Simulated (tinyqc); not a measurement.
Worked calculation: thermal and gravitational stress in a wafer during furnace and rapid thermal processing, and the onset of slip. Computed by tinyqc, a small Python program that keeps every step. Command: `OMP_NUM_THREADS=1 python tinyqc.py 3000290 3000291 out.jsonl slip walk`. One thread of a shared host (Intel(R) Xeon(R) Processor @ 2.30GHz), about 0.01 s of CPU time with the checks. Intermediate numbers are printed to about 7 digits and carried at full precision; extremes and crossings named in words are read from the listed rows.

A thin free disc in plane stress, isotropic; T(r) = T_centre + dT (r/R)^n with n = 2. Stress is positive in tension; sigma_SB = 5.670374419e-8 W/(m^2 K^4), g = 9.80665 m/s^2.

Inputs (values chosen for the exercise, modelled on silicon): wafer radius R = 150 mm; thickness t = 775 micrometre; Young's modulus E = 159 GPa; Poisson ratio nu = 0.23; expansion alpha = 4.21 1e-6/K; edge less centre temperature dT = -17 K; temperature T = 1350 K; prefactor A of the critical stress = 0.0002 MPa; energy U of the critical stress = 1.01 eV; density rho = 2330 kg/m^3; heat capacity c = 961 J/(kg K); conductivity k = 23.8 W/(m K); wafer spacing s = 4.9 mm; ramp rate = 16 K/min; radius of the support ring over R = 0.65.

Temperature profile: parabolic.

Constants: k_B = 8.617333262e-05 eV/K.

## Thermal stress

With x = r/R: s_rr = alpha E dT (1 - x^n)/(n + 2), s_tt = alpha E dT [1 - (n + 1) x^n]/(n + 2).

Temperature and stresses at r/R = 0, 0.3, 0.5, 0.7, 0.8, 0.9, 0.95, 1:
```
r/R   T - T_centre (K)  s_rr (MPa)  s_tt (MPa)
0.00            0.0000   -2.844908   -2.844908
0.30           -1.5300   -2.588866   -2.076782
0.50           -4.2500   -2.133681   -0.711227
0.70           -8.3300   -1.450903    1.337107
0.80          -10.8800   -1.024167    2.617315
0.90          -13.7700   -0.540532    4.068218
0.95          -15.3425   -0.277378    4.857680
1.00          -17.0000    0.000000    5.689815
```

hoop stress at the edge = 5.689815 MPa

r/R where s_tt = 0 = 0.5773503

The cold edge is stretched; the edge stress is n times that at the centre in size.

## Resolved stress round the edge

At the edge the stress is uniaxial along the tangent d = (cos phi, sin phi, 0) of a (001) wafer; the Schmid factor is the largest |(d.n)(d.b)| over the twelve {111}<110> systems.

Schmid factor and resolved stress at phi = 0, 7.5, 15, 22.5, 30, 37.5 and 45 degrees from [100]:
```
phi from [100] (degrees)  Schmid factor  resolved stress (MPa)
0.0                           0.4082483               2.322857
7.5                           0.4541241               2.583882
15.0                          0.4829629               2.747970
22.5                          0.4927993               2.803937
30.0                          0.4829629               2.747970
37.5                          0.4541241               2.583882
45.0                          0.4082483               2.322857
```

The factor is 1/sqrt(6) = 0.408 along <100> and <110> and peaks at 0.4928 at 22.5 degrees, so slip, if any, starts at eight places between these directions.

## Slip criterion

Critical resolved stress tau_c = A exp(U/(k_B T)), a form chosen for the exercise; slip when 0.492799 |s_tt(R)| > tau_c; allowed |dT| = tau_c (n + 2)/(0.492799 n alpha E).

critical stress tau_c = 1.179046 MPa

resolved over critical stress = 2.378140

allowed |dT| = 7.148442 K

Slip is expected.

## Ramp rate in a batch furnace

In a stack heated from the rim, heat flows inward by conduction and by radiation between wafers: k_eff = k + (16/3) sigma_SB T^3 s^2/t (a diffusion estimate with the spacing as path length). A steady ramp gives the parabolic lag dT = rho c (ramp) R^2/(4 k_eff); the allowed ramp uses n = 2.

k_eff = 46.85166 W/(m K)

lag of the centre = 71.68785 K

allowed ramp rate = 1.595460 K/min

Radiation carries 49 % of the inward flow. The ramp is 10.03 of the allowed one.

## Gravity

Own weight q = rho g t on a ring of radius b R, x = r/R: moments of an edge-supported plate, M_r = q R^2 (3 + nu)(1 - x^2)/16 and M_t = q R^2 [(3 + nu) - (1 + 3 nu) x^2]/16, less the uniform moment inside the ring load, q R^2 [(1 - nu)(1 - b^2) - 2 (1 + nu) ln b]/8; stress at the lower face = 6 M/t^2.

stress at the centre = 0.05502626 MPa

radial stress at the ring = -0.2844567 MPa

hoop stress at the ring = -0.1225979 MPa

The largest of these is 0.12 tau_c when halved for shear. Point supports give far higher local stress than a ring.

## Position of the support ring

The formulas are those given above.

Stress at the lower face (MPa):
```
b         centre  radial at ring  hoop at ring  largest in size
0.40  -0.6397606      -0.7683222    -0.7070266        0.7683222
0.50  -0.3321715      -0.5330490    -0.4372746        0.5330490
0.60  -0.0668834      -0.3561469    -0.2182318        0.3561469
0.65   0.0550263      -0.2844567    -0.1225979        0.2844567
0.70   0.1715877      -0.2221321    -0.0344143        0.2221321
0.75   0.2838042      -0.1681701     0.0473223        0.2838042
0.80   0.3924844      -0.1217619     0.1234205        0.3924844
0.90   0.6017682      -0.0490747     0.2612343        0.6017682
1.00   0.8035098       0.0000000     0.3830976        0.8035098
```

Among these rows the largest stress is least, 0.222 MPa, for a ring at 0.7 R, 3.6 times below edge support: the overhang balances the sag of the centre. All values scale as R^2/t.

## Limits against temperature

The formulas are those given above.

For the parabolic profile:
```
T (K)  tau_c (MPa)  allowed |dT| (K)  k_eff (W/(m K))  allowed ramp (K/min)
1050      14.08694          85.40776         34.64598              14.09612
1125       6.69315          40.57996         37.14008               7.17966
1200       3.49014          21.16041         39.98992               4.03110
1275       1.96483          11.91257         43.21921               2.45263
1350       1.17905           7.14844         46.85166               1.59546
1425       0.74659           4.52652         50.91100               1.09780
1500       0.49486           3.00028         55.42093               0.79211
```

From 1050 to 1500 K the allowed difference falls 28 times and the allowed ramp 18 times; radiation, which grows as T^3, gives back a factor 1.60. Ramps must slow as the wafer gets hotter.

Checks made by the program: force balance: the hoop stress integrates to zero (added to the edge stress) (relative difference below 1e-10).
